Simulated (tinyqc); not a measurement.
Ion implantation: universal nuclear stopping, Lindhard-Scharff electronic stopping and a Gaussian range profile: one step, computed by the program tinyqc. Command: `OMP_NUM_THREADS=1 python tinyqc.py 3003229 3003230 out.jsonl implant walk`. One thread of a shared host (Intel(R) Xeon(R) Processor @ 2.30GHz), about 0.06 s of CPU time with the checks.

An ion slows by elastic collisions with screened nuclei and by friction with electrons; channelling is ignored and the target is uniform.

Question. Gaussian profile. C(x) = C_p exp(-(x - R_p)^2/(2 dR_p^2)) with C_p = Q/(sqrt(2 pi) dR_p), 1 nm = 1e-7 cm; the profile falls to the background at x_j = R_p + dR_p sqrt(2 ln(C_p/C_B)); the peak atomic fraction is C_p/N.

Inputs (values chosen for the exercise, modelled on germanium ions in copper): target density N = 84.9 1/nm^3; dose Q = 7.2e+13 1/cm^2; background C_B = 7.8e+15 1/cm^3.

straggle dR_p = 13.84862 nm

projected range R_p = 41.66629 nm

Give: peak concentration C_p; depth x_j where C falls to C_B; peak atomic fraction.

Answer.

peak concentration C_p = 2.074e+19 1/cm^3

Depth x_j where C falls to C_B = 96.66 nm

peak atomic fraction = 2.443e-04
